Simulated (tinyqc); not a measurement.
Worked calculation: RHF in the sto-6g basis, for H2, spin multiplicity 1. This run ends on a higher stationary point, not on the lowest solution. Computed by tinyqc, a small Python program that keeps every step (integrals from PySCF). Settings: charge = 0, multiplicity = 1, basis = sto-6g, energy threshold = 1e-10, iteration cap = 80, orthogonalisation = symmetric, start = highest core orbitals, DIIS depth = 0, shift = 0.5, method = RHF. Command: `OMP_NUM_THREADS=1 python tinyqc.py 22948 22949 out.jsonl` (the two numbers bound the seeds that draw the settings). One thread of a shared host (Intel(R) Xeon(R) Processor @ 2.60GHz), about 0.03 s of CPU time with the checks. Later iterations appear only in the table of the cycle.

## One-electron integrals

Geometry (angstrom):

| atom | x | y | z |
|---|---|---|---|
| H | 0.00000 | 0.00000 | 0.00000 |
| H | 0.00000 | 0.00000 | 1.13600 |

Basis sto-6g: exponents (1/bohr^2) and contraction coefficients of normalised primitives:

| element | l (shell) | exponent | coefficient |
|---|---|---|---|
| H | s (1) | 35.52322 | 0.00916 |
| H | s (1) | 6.51314 | 0.04936 |
| H | s (1) | 1.82214 | 0.16854 |
| H | s (1) | 0.62596 | 0.37056 |
| H | s (1) | 0.24308 | 0.41649 |
| H | s (1) | 0.10011 | 0.13033 |

Overlap, kinetic and nuclear-attraction integrals over the contracted functions; the nuclear repulsion is the sum of Za Zb / Rab.

nuclear repulsion = 0.4658250 hartree

overlap S:
```
         1H 1s    2H 1s
1H 1s  1.00000  0.42054
2H 1s  0.42054  1.00000
```

kinetic energy T (hartree):
```
         1H 1s    2H 1s
1H 1s  0.76852  0.06975
2H 1s  0.06975  0.76852
```

nuclear attraction V (hartree):
```
          1H 1s     2H 1s
1H 1s  -1.69707  -0.63396
2H 1s  -0.63396  -1.69707
```

core Hamiltonian H = T + V (hartree):
```
          1H 1s     2H 1s
1H 1s  -0.92855  -0.56421
2H 1s  -0.56421  -0.92855
```

## Two-electron integrals

Functions are numbered as in S; the eight-fold symmetry (ij|kl) = (ji|kl) = (kl|ij) leaves the list below.

Two-electron integrals (ij|kl) in chemists' order, unique and non-zero (hartree):
```
(11|11) 0.77500   (21|11) 0.25132   (21|21) 0.10943   (22|11) 0.43604
(22|21) 0.25132   (22|22) 0.77500
```

## Orthogonalisation

S = U s U^T; symmetric (Loewdin) form X = U s^(-1/2) U^T, so that X^T S X = 1.

eigenvalues of S: 0.57946  1.42054

X:
```
          1H 1s     2H 1s
1H 1s   1.07635  -0.23733
2H 1s  -0.23733   1.07635
```

## Starting guess

The start is the highest orbitals of the core Hamiltonian (a deliberately bad start); D = 2 C_occ C_occ^T.

D at the start:
```
          1H 1s     2H 1s
1H 1s   1.72575  -1.72575
2H 1s  -1.72575   1.72575
```

## Iteration 1: building the Fock matrix

J_ij = sum D_kl (ij|kl), K_ij = sum D_kl (ik|jl); F = H + J - 0.5 K; E = tr D H + tr D J / 2 - 0.25 tr D K + E_nn.

Coulomb J (hartree):
```
         1H 1s    2H 1s
1H 1s  1.22254  0.48972
2H 1s  0.48972  1.22254
```

exchange K (hartree):
```
          1H 1s     2H 1s
1H 1s   0.65888  -0.07393
2H 1s  -0.07393   0.65888
```

Fock matrix F (hartree):
```
          1H 1s     2H 1s
1H 1s  -0.03546  -0.03752
2H 1s  -0.03752  -0.03546
```

total energy of this density = -0.1593770 hartree

## Iteration 1: diagonalisation and new density

A level shift of 0.5 hartree raises the virtual space: F + shift (S - S D(s) S), with D(s) the density of one spin (D/2). Diagonalise F' = X^T F X, C = X C', fill 1 alpha and 1 beta electrons from the bottom; D = 2 C_occ C_occ^T. Each column has its largest component positive (the first on a tie).

F' = X^T F X (hartree):
```
         1        2
1  0.22609  0.22253
2  0.22253  0.22609
```

orbital energies (hartree): MO1 0.00356, MO2 0.44863

coefficients C:
```
            MO1      MO2
1H 1s   0.92891  0.59328
2H 1s  -0.92891  0.59328
```

D after iteration 1:
```
          1H 1s     2H 1s
1H 1s   1.72575  -1.72575
2H 1s  -1.72575   1.72575
```

## Iteration 2: building the Fock matrix

As before.

Coulomb J (hartree):
```
         1H 1s    2H 1s
1H 1s  1.22254  0.48972
2H 1s  0.48972  1.22254
```

exchange K (hartree):
```
          1H 1s     2H 1s
1H 1s   0.65888  -0.07393
2H 1s  -0.07393   0.65888
```

Fock matrix F (hartree):
```
          1H 1s     2H 1s
1H 1s  -0.03546  -0.03752
2H 1s  -0.03752  -0.03546
```

total energy of this density = -0.1593770 hartree

## Iteration 2 (converged): orbitals

Diagonalise F' = X^T F X, C = X C', fill 1 alpha and 1 beta electrons from the bottom; D = 2 C_occ C_occ^T. Each column has its largest component positive (the first on a tie).

F' = X^T F X (hartree):
```
          1         2
1  -0.02391  -0.02747
2  -0.02747  -0.02391
```

orbital energies (hartree): MO1 -0.05137, MO2 0.00356

coefficients C:
```
           MO1       MO2
1H 1s  0.59328   0.92891
2H 1s  0.59328  -0.92891
```

D after iteration 2:
```
         1H 1s    2H 1s
1H 1s  0.70396  0.70396
2H 1s  0.70396  0.70396
```

## Convergence

Stop when the energy changes by less than 1e-10 hartree and every element of the error matrix X^T (F D S - S D F) X is below 3e-06.

Course of the cycle:

| iteration | E (hartree) | change | largest element of the error matrix |
|---|---|---|---|
| 1 | -0.1593770 | - | 1.76e-16 |
| 2 | -0.1593770 | 0.00000 | 3.11e-16 |

PySCF RHF in the same basis = -1.0324704 hartree

Converged in 2 iterations. But the solution lies 0.87309 hartree above the reference: it is another stationary point, not the lowest restricted one. Reruns (cap 100 unless said): DIIS 8: converged in 3; damping 0.5: converged in 2 to a higher stationary point; atomic densities as start, DIIS 8: converged in 3.

## Populations, bond orders and dipole

Mulliken: Z minus the diagonal of D S on the atom; Loewdin: the same with S^(1/2) D S^(1/2); Mayer order: 2 sum_s sum (D(s) S)_ij (D(s) S)_ji over the two atoms.

Charges (e):

| atom | Mulliken | Loewdin |
|---|---|---|
| 1H | 0 | 0 |
| 2H | 0 | 0 |

Mayer bond orders:

| pair | order |
|---|---|
| 2-1 | 1.00000 |

dipole moment about the origin, x y z (debye): 0.00000  0.00000  0.00000
